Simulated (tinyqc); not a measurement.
Off-state leakage of single and stacked transistors: one step of the calculation.

n-channel devices of unit width. Subthreshold current I(Vg, Vs, Vd) = I0 (T/300 K)^0.5 exp[(Vg - Vs - VT(T) - gb (Vs - Vb) + dd (Vd - Vs))/(nf Vt)] (1 - exp(-(Vd - Vs)/Vt)), VT(T) = VT - cT (T - 300 K). Gate-edge tunnelling Ig (Vd/1 V) exp(ag (Vd - 1 V)), for a gate at 0 V, and band-to-band leakage Ab u exp(-Bb/u), u = Vd - Vb + 1 V, flow at a drain held at V; both are taken as independent of T. In a stack of off transistors (all gates at 0 V) the same subthreshold current passes through each.

Problem. New Vx. Stack of two, Vx the node between them: I_low = I(0, 0, Vx), I_up = I(0, Vx, V), f = ln(I_up/I_low), f' = -(1 + gb + 2 dd)/(nf Vt) - 1/(Vt (exp(Vx/Vt) - 1)) - 1/(Vt (exp((V - Vx)/Vt) - 1)), Vx(new) = Vx - f/f'.

Inputs (values chosen for the exercise); values of the order met in bulk silicon logic transistors:
- T = 378 K (temperature)
- V = 1.1 V (supply voltage)
- VT = 0.4 V (threshold at 300 K, zero drain and body bias)
- cT = 0.9 mV/K (fall of the threshold with temperature)
- I0 = 0.19 uA/um (current at threshold at 300 K)
- nf = 1.52 (slope factor)
- dd = 0.15 (drain-induced lowering per volt)
- gb = 0.09 (rise of the threshold per volt of source-body bias)
- Vb = 0 V (body voltage)

Constants: q = 1.602176634e-19 C, kB = 1.380649e-23 J/K, Vt = kB T/q. Results are converted to the units shown.

Vx at the start = 0.119 V

Find: I_low; I_up; f; f'; Vx after iteration 1.

Solution.

I_low = 0.3813 nA/um
I_up = 0.3882 nA/um
f = 0.01797
f' = -28.89 1/V
Vx after iteration 1 = 0.1196 V

Program tinyqc, `OMP_NUM_THREADS=1 python tinyqc.py 2242121 2242122 out.jsonl`; Intel Xeon 2.30GHz, shared host, one thread, about 0.03 s.
